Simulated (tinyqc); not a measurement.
Recursion (Haydock) method for the local density of states: bulk site of a square lattice: sweeps and comparisons. A value that a table varies takes the place of the one given here.

One orbital a site at energy 0, hopping -t to the 4 nearest neighbours of a square lattice; the start u0 is a site in the bulk, with energy V. Recursion: a_n = <u_n|H|u_n>, b_(n+1) u_(n+1) = (H - a_n) u_n - b_n u_(n-1), b > 0. G(z) = 1/(z - a0 - b1^2/(z - a1 - b2^2/(...))), z = E + i eta. After n levels the tail is b_n^2 T with the square-root terminator T = (z - sqrt(z - 2b) sqrt(z + 2b))/(2 b^2), b = 2t so that the band edges lie at -/+ 4t.

Reference: the closed form for a chain (bulk 1/sqrt(z^2 - 4t^2), end site (z - sqrt(z^2 - 4t^2))/(2t^2)), averaged over 400 points (j + 1/2) pi/400 in each remaining direction with z shifted by 2t cos k, then G/(1 - V G).

Values chosen for the exercise:

| symbol | value | unit | meaning |
|---|---|---|---|
| t | 1.38 | eV | hopping |
| V | 0 | eV | shift of the starting site |
| eta | 0.069 | eV | broadening |
| n | 5 |  | levels kept |
| E | 4.31 | eV | energy |

## How many levels, and whether to terminate

Energies as fractions of the half width 4t.

Density (1/eV):

| fraction | E (eV) | 2 levels | 4 levels | 7 levels | 7, no terminator | reference |
|---|---|---|---|---|---|---|
| -1.10 | -6.072 | 0.0026 | 0.0025 | 0.0025 | 0.0025 | 0.0025 |
| -0.90 | -4.968 | 0.0602 | 0.0563 | 0.0575 | 0.0176 | 0.0588 |
| -0.60 | -3.312 | 0.0698 | 0.0726 | 0.0723 | 0.0086 | 0.0729 |
| -0.35 | -1.932 | 0.1001 | 0.0894 | 0.0890 | 0.1186 | 0.0910 |
| -0.15 | -0.828 | 0.1305 | 0.1329 | 0.1268 | 0.0135 | 0.1208 |
| 0.00 | 0.000 | 0.1408 | 0.1578 | 0.1715 | 1.4612 | 0.2118 |
| 0.15 | 0.828 | 0.1305 | 0.1329 | 0.1268 | 0.0135 | 0.1208 |
| 0.35 | 1.932 | 0.1001 | 0.0894 | 0.0890 | 0.1186 | 0.0910 |
| 0.60 | 3.312 | 0.0698 | 0.0726 | 0.0723 | 0.0086 | 0.0729 |
| 0.90 | 4.968 | 0.0602 | 0.0563 | 0.0575 | 0.0176 | 0.0588 |
| 1.10 | 6.072 | 0.0026 | 0.0025 | 0.0025 | 0.0025 | 0.0025 |

What can be read from the table?

Largest errors against the reference: 0.0709 (2 levels), 0.0540 (4), 0.0403 (7) and 1.249 without terminator, which leaves seven broadened spikes in place of a band. With seven levels the error is largest at E = 0.00 eV, at or next to a van Hove point of the lattice, which makes the b_n oscillate and converges last.

## What each setting does

G at z = E + i eta with n levels and terminator. Each row changes one parameter from the base and keeps the others.

Results:

| case | Re G (1/eV) | density (1/eV) |
|---|---|---|
| base | 0.2307 | 0.0632 |
| t = 1.518 eV | 0.1985 | 0.0626 |
| V = 0.5 eV | 0.2326 | 0.0798 |
| n = 6 | 0.2202 | 0.0636 |
| E = 4.59 eV | 0.2377 | 0.0598 |
| eta = 0.138 eV | 0.2277 | 0.0626 |

How do the results move?

The largest shifts from the base row, up to three for each result and ties (the steps differ in size, so this ranks the rows, not the parameters). Re G (1/eV): t -0.0322, n -0.0105, E +0.0071. density (1/eV): V +0.0166, E -0.0034, eta -0.0006, t -0.0006.

Program tinyqc; command `OMP_NUM_THREADS=1 python tinyqc.py 1481672 1481673 out.jsonl`; about 0.01 s on one thread of a shared Intel(R) Xeon(R) Processor @ 2.30GHz.
